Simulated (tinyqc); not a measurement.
From one set of inputs to another, one input at a time: charge control and current of a heterostructure field-effect transistor. Computed by tinyqc, a small Python program. Command: `OMP_NUM_THREADS=1 python tinyqc.py 3028196 3028197 out.jsonl hemt ladder`. One thread of a shared host (Intel(R) Xeon(R) Processor @ 2.30GHz), about 0.02 s of CPU time with the checks.

Two subbands in a triangular well; E_F is counted from the conduction band edge of the channel at the interface.

The inputs printed are set A. Inputs not listed in the table keep their values of set A, so the rows need not describe a real material.

Inputs (values chosen for the exercise, modelled on AlGaN/GaN): channel mass m = 0.19 m_0; permittivity eps (barrier and channel) = 9.3; barrier thickness d = 8 nm; Schottky barrier phi_B = 1.4 eV; conduction band offset dE_c = 0.49 eV; polarisation charge sigma/e = 1.8e+13 1/cm^2; gate voltage V_G = 0 V; mobility mu = 1900 cm^2/(V s); saturation velocity v_s = 1.4 1e7 cm/s; gate length L = 580 nm; source resistance R_S = 0 ohm mm; temperature T = 300 K; mixing = 0.3; iteration cap = 200.

Charge source: polarisation. Velocity law: smooth.

Constants: e = 1.602176634e-19 C; eps_0 = 8.8541878128e-12 F/m; k_B = 8.617333262e-05 eV/K; hbar = 1.054571817e-34 J s; m_0 = 9.1093837015e-31 kg; k_B = 1.380649e-23 J/K.

Method:
- Threshold V_T = phi_B - dE_c - sigma d/(eps eps_0) (in volts); C_b = eps eps_0/d.
- Charge control: n_s = C_b (V_G - V_T - E_F/e)/e. Well: mean field F = e n_s/(2 eps eps_0), E_i = (hbar^2/2m)^(1/3) [(3 pi e F/2)(i + 3/4)]^(2/3), i = 0, 1; n_s = D k_B T sum_i ln(1 + exp((E_F - E_i)/k_B T)), D = m/(pi hbar^2), which is solved in closed form for E_F.
- Iteration from n_s = C_b (V_G - V_T)/(2e): E_F from n_s, n_out from the charge control, n_new = n_s + mixing (n_out - n_s), kept above n_s/10; stop when |n_out/n_s - 1| < 1e-9.
- C_g = e dn_s/dV_G = 1/(1/C_b + 1/C_q), 1/C_q = d(E_F/e)/d(e n_s) by a central difference of +/- 0.1 % in n_s; added distance dd = eps eps_0/C_q.
- With V = e n_s/C_g and V_c = v_s L/mu: for v = mu F/(1 + mu F/v_s), V_Dsat = V_c (sqrt(1 + 2V/V_c) - 1) and I/W = C_g v_s (V - V_Dsat); g_m = dI/dV; extrinsic g_m/(1 + g_m R_S); f_T = g_m/(2 pi C_g L).

Each row keeps all changes above it:
```
input moved                              from       to  saturation current I/W (mA/mm)  intrinsic f_T (GHz)  gate capacitance C_g (microfarad/cm^2)
set A                                       -        -                            1094                25.91                                  0.8529
saturation velocity v_s (1e7 cm/s)        1.4      1.2                             984                22.92                                  0.8529
gate length L (nm)                        580      200                            1270                77.92                                  0.8529
mobility mu (cm^2/(V s))                 1900     1600                            1229                76.40                                  0.8529
Schottky barrier phi_B (eV)               1.4      1.3                            1311                76.87                                  0.8546
conduction band offset dE_c (eV)         0.49     0.28                            1140                75.84                                  0.8508
polarisation charge sigma/e (1/cm^2)  1.8e+13  9.5e+12                             191                59.58                                  0.7707
channel mass m (m_0)                     0.19     0.21                             194                59.67                                  0.7788
```

Saturation current I/W goes from 1090 to 194, a factor 0.178 in all. The largest single move comes from polarisation charge sigma/e (a factor 0.167), and gate length L works against it (a factor 1.29). Intrinsic f_T goes from 25.9 to 59.7, a factor 2.30 in all. The largest single move comes from gate length L (a factor 3.40), and polarisation charge sigma/e works against it (a factor 0.786). Gate capacitance C_g goes from 0.853 to 0.779, a factor 0.913 in all. The largest single move comes from polarisation charge sigma/e (a factor 0.906), and channel mass m works against it (a factor 1.011). The single moves hold for this order of the switches; the total does not depend on the order.

Caution (rows conduction band offset dE_c): E_F lies above the conduction band minimum of the barrier, so electrons would spill into the barrier.

Extremes, crossings and ranges named in words are read from the listed rows.
